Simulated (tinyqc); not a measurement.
From results back to parameters: valley splitting of a silicon quantum well in envelope theory. Two cases, with inputs chosen for the exercise.

Problem. A dot straddles a single atomic step, which shifts the valley phase by theta = q a/4 = pi k0 (k0 in 2 pi/a). With the share t of the electron on the upper terrace, Ev = Ev0 |1 - t + t exp(i theta)|. Ev was computed from a hidden t below one half.

Case 1.

Values chosen (out of a larger set: near those of a strained Si well in SiGe; not measured data): Ev0 = 132 micro-eV (splitting on a flat terrace); k0 = 0.837 2 pi/a (valley position).

Ev = 90.668 micro-eV

Case 2.

Values chosen (out of a larger set: near those of a strained Si well in SiGe; not measured data): Ev0 = 231 micro-eV (splitting on a flat terrace); k0 = 0.846 2 pi/a (valley position).

Ev = 137.244 micro-eV

Find: t (1 - t); t; Ev at t = 1/2.

Solution. (Ev/Ev0)^2 = 1 - 2 t (1 - t)(1 - cos theta), a quadratic for t; at t = 1/2 the splitting is Ev0 |cos(theta/2)|.

Case 1.

t (1 - t) = 0.1411
t = 0.17
Ev at t = 1/2 = 33.4 micro-eV

Case 2.

t (1 - t) = 0.1716
t = 0.22
Ev at t = 1/2 = 55.3 micro-eV

Computed by tinyqc, one run a case: `OMP_NUM_THREADS=1 python tinyqc.py N N+1 out.jsonl` with N = 1281422, 1281435; one thread of a shared Intel(R) Xeon(R) Processor @ 2.30GHz, about 0.1 s a run at most.
